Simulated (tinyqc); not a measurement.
Inside a calculation. Method: CIS on RHF in the sto-6g basis, for H3+, spin multiplicity 1. One step of it, computed by the program tinyqc.

Task: CIS singlet states. Diagonalise A (1 hartree = 27.211386 eV); each vector has its largest component positive (the first on a tie). The transition dipole is mu = sqrt2 sum c_ia <i|r|a>.

CIS matrix A, singlet (hartree):
```
          1>2       1>3
1>2  0.727280  0.000000
1>3  0.000000  0.727813
```

dipole integrals <i|r|a> (bohr):
```
            x          y         z
1>2  0.000000  -0.315478  0.935440
1>3  0.000000   0.935106  0.315366
```

Give: singlet excitation energies; lowest vectors; oscillator strengths 2/3 w |mu|^2.

Result:

singlet excitation energies (eV): 19.7903  19.8048

lowest vectors:
```
     state 1  state 2
1>2   1.0000   0.0000
1>3   0.0000   1.0000
```

oscillator strengths 2/3 w |mu|^2: 0.9451  0.9451
